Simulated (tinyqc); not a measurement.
## FinFET, parasitic resistance, capacitance and delay: effect of the contacted gate pitch

Nf fins under one contact; each has gated perimeter p = 2 Hf + Wf and cross-section A = Hf Wf; contact width Wc = Nf pf, stack height Hs = Hf. Contact length Lc = CPP - Lg - 2 Lsp, shared by two neighbouring gates. Source and drain sides are equal. The formulas are first-order estimates, not field solutions.

Epitaxy sheet resistance Rsh = re/te, transfer length LT = sqrt(rc/Rsh), contact Rc = [sqrt(rc Rsh)/Wc] coth(Lc/(2 LT)); extension of one fin Rx = rx Lsp/A. With N fins: gate Cg = Cinv p N Lg; per side, plate Cp = ks eps0 [Wc (Hs + Hc) - N A]/Lsp, top fringe Cf = (2/pi) ks eps0 Wc ln(1 + Lg/(2 Lsp)), overlap Co = Cinv p N Lov. One fin: I = p Q vx u/(1 + |u|^1.8)^(1/1.8), Q = Cinv n Vt ln(1 + exp((Vg' - VT + dl Vd')/(n Vt))), u = Vd' mu/(vx Lg), Vg' = Vgs - v, Vd' = Vds - 2 v, with the drop on each side v = Rc (sum of I) + Rx I. Ieff = [I(Vgs = Vdd, Vds = Vdd/2) + I(Vdd/2, Vdd)]/2, total currents. With Cs = Cp + Cf + Co, the load of an inverter of two such devices driving an equal one is CL = 2 (Cg + 2 Cs) + 4 Cs + Cw (own drains counted twice for the Miller effect); delay CL Vdd/(2 Ieff).

Parameters, values chosen for the exercise; values close to those of silicon logic devices:
- T = 300 K (temperature)
- Nf = 3 (number of fins)
- Hf = 55 nm (fin height)
- Wf = 5 nm (fin width)
- pf = 27 nm (fin pitch)
- Lg = 20 nm (gate length)
- Lsp = 4 nm (spacer length)
- ks = 3.3 (relative permittivity of the spacer)
- Hc = 15 nm (gate height above the channel stack)
- rc = 2.4e-9 ohm cm^2 (contact resistivity)
- re = 0.00021 ohm cm (resistivity of the source-drain epitaxy)
- te = 25 nm (current-carrying depth of the epitaxy)
- rx = 0.00054 ohm cm (resistivity of the extension)
- Lov = 1.5 nm (gate overlap)
- Cinv = 3.2 uF/cm^2 (inversion capacitance)
- vx = 1.5e7 cm/s (injection velocity)
- mu = 140 cm^2/(V s) (apparent mobility)
- VT = 0.28 V (threshold at zero drain voltage)
- dl = 0.03 V/V (barrier lowering)
- n = 1.16 (subthreshold factor)
- Cw = 0.36 fF (wire load)
- Vdd = 0.8 V (supply voltage)

Constants: q = 1.602176634e-19 C, kB = 1.380649e-23 J/K, eps0 = 8.8541878128e-12 F/m, Vt = kB T/q. Results are converted to the units shown.

The same in every row: Rx/N (ohm) = 26.18; CL (aF) = 1232.

Result of one run:
```
Rc (ohm),Ieff (uA),delay (ps)
162.5,331.2,1.488
```

Which contacted gate pitch CPP gave this result: 36, 42, 60, 66 or 78 nm?

CPP = 66 nm.

The whole series:
```
CPP (nm),Rc (ohm),Ieff (uA),delay (ps)
36,742.1,154.3,3.195
42,425.7,218.4,2.257
48,299.7,261.6,1.884
54,232.4,292.1,1.687
60,190.7,314.4,1.568
66,162.5,331.2,1.488
72,142.2,344.2,1.432
78,127.0,354.5,1.390
```

As CPP goes from 36 to 78 nm, Ieff rises from 154 to 355 uA, CL stays at 1230 aF and the delay falls from 3.20 to 1.39 ps. Only the contact length changes, so the capacitance stays and the pitch acts through Rc.

Program tinyqc, `OMP_NUM_THREADS=1 python tinyqc.py 2170025 2170026 out.jsonl`; Intel Xeon 2.30GHz, shared host, one thread, about 0.03 s.
